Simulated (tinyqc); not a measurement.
# Changing the static dielectric constant eps_s

Model: Froehlich polaron in a polar crystal. Computed by tinyqc, a small Python program. Command: `OMP_NUM_THREADS=1 python tinyqc.py 3024510 3024511 out.jsonl frohlich sweep`. One thread of a shared host (Intel(R) Xeon(R) Processor @ 2.30GHz), about 0.08 s of CPU time with the checks.

One electron in a parabolic band of mass m*, coupled to dispersionless LO phonons in the continuum model. Energies are in units of hbar omega unless marked, wave numbers in k_0 = sqrt(2 m* omega/hbar).

Inputs (values chosen for the exercise, modelled on magnesium oxide):
```
quantity                     value  unit
band mass m*                 0.388   m_0
LO phonon energy hbar omega   90.8   meV
eps_inf                       2.87     -
temperature T                  150     K
```

Constants: hbar^2/(2 m_0) = 3.80998212 eV angstrom^2; e^2/(4 pi eps_0) = 14.39964548 eV angstrom; k_B = 8.617333262e-05 eV/K; hbar = 6.582119569e-16 eV s; e = 1.602176634e-19 C; m_0 = 9.1093837015e-31 kg.

Method:
- 1/eps* = 1/eps_inf - 1/eps_s; k_0 = sqrt(2 m* omega/hbar) = sqrt(m* hbar omega / (hbar^2/(2 m_0))) with m* in m_0; alpha = (e^2/(4 pi eps_0)) k_0/(2 eps* hbar omega); polaron length 1/k_0.
- Feynman's bound: E(v, w) = 3 (v - w)^2/(4 v) - (alpha v/sqrt(pi)) int_0^infinity e^-u D(u)^(-1/2) du, D = w^2 u + ((v^2 - w^2)/v)(1 - e^(-v u)); integrals by 80 Gauss-Legendre points in s from 0 to 1 with u = 40 s^2.
- Minimise over v > w > 0 (simplex search); mass m_p/m* = 1 + (alpha v^3/(3 sqrt(pi))) int u^2 e^-u D^(-3/2) du.
- Scattering by absorption of an LO phonon: 1/tau = 2 alpha omega n, n = 1/(exp(hbar omega/(k_B T)) - 1); mu = e tau/m*, the weak-coupling result for k_B T well below hbar omega.

One run for each value:
```
static dielectric constant eps_s  coupling constant alpha  polaron energy, Feynman (meV)  mobility (cm^2/(V s))    eps*
3.10                                               0.1971                         -17.94                  93601  38.683
4.98                                               1.1257                        -103.72                  16391   6.774
8.01                                               1.7048                        -158.38                  10822   4.473
12.90                                              2.0657                        -192.95                   8932   3.691
20.70                                              2.2884                        -214.49                   8062   3.332
33.30                                              2.4278                        -228.06                   7600   3.141
53.60                                              2.5145                        -236.54                   7337   3.032
86.10                                              2.5682                        -241.80                   7184   2.969
```

What does the table show, and why?

Over the rows, coupling constant alpha rises from 0.197 to 2.57 (exponent d ln y / d ln x 3.7 between the first rows and 0.045 between the last); polaron energy, Feynman (meV) falls from -17.9 to -242 (exponent d ln y / d ln x 3.7 between the first rows and 0.046 between the last); mobility (cm^2/(V s)) falls from 93600 to 7180 (exponent d ln y / d ln x -3.7 between the first rows and -0.045 between the last). eps* falls towards eps_inf = 2.87, so alpha saturates however large eps_s becomes.

Caution (rows 3.10, 4.98): LO phonons are so rare at this T that impurities and acoustic phonons, left out here, limit the real mobility. Caution (rows 8.01, 12.9, 20.7, 33.3, 53.6, 86.1): this mobility formula holds for weak coupling and k_B T well below hbar omega, and it leaves out all other scattering.
